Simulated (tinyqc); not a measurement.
Sublattice potential against complex hopping: Haldane model. Computed by the program tinyqc. H_AA = delta - 2 t2 sum cos(k.b + phi), H_BB = -delta - 2 t2 sum cos(k.b - phi), H_AB = -t1 (1 + exp(-i k.a1) + exp(-i k.a2)), b = a1, a2 - a1, -a2, m = 3 sqrt3 t2 sin(phi); the sign of the Chern number follows the orientation k1 then k2.

Honeycomb lattice:

| parameter | value |
|---|---|
| t1 (eV) | 2.230000 |
| t2 (eV) | 0.240000 |
| phi (rad) | -2.000000 |

Gaps at the two valleys (eV) and Chern number of the lower band (12 x 12 mesh):

| delta | gap 2\|delta - m\| | gap 2\|delta + m\| | Chern number |
|---|---|---|---|
| -2.0410 | 1.8141 | 6.3499 | 0 |
| -1.4740 | 0.6801 | 5.2159 | 0 |
| -0.6800 | 0.9079 | 3.6279 | 1 |
| 0.0000 | 2.2679 | 2.2679 | 1 |
| 0.4540 | 3.1759 | 1.3599 | 1 |
| 0.8500 | 3.9679 | 0.5679 | 1 |
| 1.4170 | 5.1019 | 0.5661 | 0 |
| 2.2680 | 6.8039 | 2.2681 | 0 |

What does the comparison show, and why?

Here |m| = 1.1340 eV. For |delta| < |m| the two valleys have masses of opposite sign and the Chern number is +/-1; one gap closes at |delta| = |m|, and beyond it the band is trivial.
